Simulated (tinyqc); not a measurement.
Capillary instabilities by surface diffusion: grooving and agglomeration of films, edge retraction, wire break-up and smoothing of roughness: one step, computed by the program tinyqc. Command: `OMP_NUM_THREADS=1 python tinyqc.py 3029199 3029200 out.jsonl dewet walk`. One thread of a shared host (Intel(R) Xeon(R) Processor @ 2.30GHz), about 0.01 s of CPU time with the checks.

Isotropic surface energy; shapes change by surface diffusion alone.

Task: The Mullins constant. B = D_s nu gamma_s Omega^2/(k_B T), D_s = D0 exp(-Q/(k_B T)).

Inputs (values chosen for the exercise, of the order of those of a cobalt film):

| quantity | value | unit |
|---|---|---|
| surface energy gamma_s | 2.19 | J/m^2 |
| atomic volume Omega | 11.1 | angstrom^3 |
| surface sites nu | 11 | 1/nm^2 |
| prefactor D0 | 0.00038 | m^2/s |
| activation energy Q | 1.53 | eV |
| temperature T | 944 | K |
| time t | 38 | s |

Constants: k_B = 8.617333262e-05 eV/K; k_B = 1.380649e-23 J/K.

Give: D_s; B; length (B t)^(1/4).

Result:

D_s = 2.579e-12 m^2/s

B = 5.874e+05 nm^4/s

length (B t)^(1/4) = 68.73 nm

Lengths grow as t^(1/4): doubling one takes 16 times as long, or roughly 170 K more.
